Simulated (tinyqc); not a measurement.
Wider gaps pin less: metal-induced gap states at the contact of a metal chain and a two-band chain.

The semiconductor alternates sites A at -Eg/2 and C at +Eg/2 with hopping -t; the gap runs from -Eg/2 to Eg/2. In the gap cosh(q a) = 1 + (Eg^2/4 - E^2)/(2 t^2) and the amplitude changes by -exp(-q a) a period. The metal has site energy 0 and hopping -tm; its end site has g_m = (E - i sqrt(4 tm^2 - E^2))/(2 tm^2). Sites 1, 2, ... count into the semiconductor, with energies e1, e2 alternating. The clean half chain has g1 = 1/(E - e1 - t^2 g2), g2 = 1/(E - e2 - t^2 g1), decaying root. With the contact G11 = 1/(1/g1 - tc^2 g_m), and the density on site j is -Im G_jj/pi = |psi_j/psi_1|^2 (-Im G11/pi), per spin, with psi_2/psi_1 = -t g2, psi_3/psi_2 = -t g1.

Constants: e^2/(4 pi eps0) = 14.39964547 eV angstrom.

Inputs chosen for the exercise (gap and optical dielectric constant near those of Ge; the chain itself is a model; the results hold for these values, not for the real material):
- Eg = 0.63 eV (gap)
- t = 2.86 eV (hopping in the semiconductor)
- tm = 3.49 eV (hopping in the metal)
- tc = 2.39 eV (hopping across the contact)
- end = C (site that touches the metal)
- a = 4 angstrom (period (two sites); one chain for each area a^2)
- eps = 15.3 (dielectric constant)

E = 0; Eg is varied and eps follows 1 + (eps0 - 1)(Eg0/Eg), with the given Eg and eps as Eg0 and eps0. xi = 1/(2q), N = 2 (summed density)/a^2, S = 1/(1 + 4 pi e^2 N xi/eps).

Against the gap:
```
Eg (eV)    eps  xi (angstrom)  summed density (1/eV)      S  S at fixed eps
0.50     19.02          22.89                 0.5365  0.064           0.052
0.75     13.01          15.26                 0.3534  0.096           0.111
1.10      9.19          10.42                 0.2369  0.141           0.215
1.50      7.01           7.65                 0.1702  0.192           0.342
2.30      4.92           5.01                 0.1064  0.290           0.560
3.40      3.65           3.41                 0.0676  0.411           0.746
5.50      2.64           2.16                 0.0369  0.595           0.895
9.00      2.00           1.38                 0.0182  0.778           0.964
```

How do the results move, and what explains it?

From Eg = 0.5 to 9 eV xi falls by a factor 16.5 and the summed density by 29.4, so at fixed eps S rises from 0.05 to 0.96. The weaker screening of wide-gap solids works against this: with it S goes from 0.06 to 0.78.

tinyqc: `OMP_NUM_THREADS=1 python tinyqc.py 1452015 1452016 out.jsonl`; about 0.01 s, one thread, shared Intel(R) Xeon(R) Processor @ 2.30GHz.
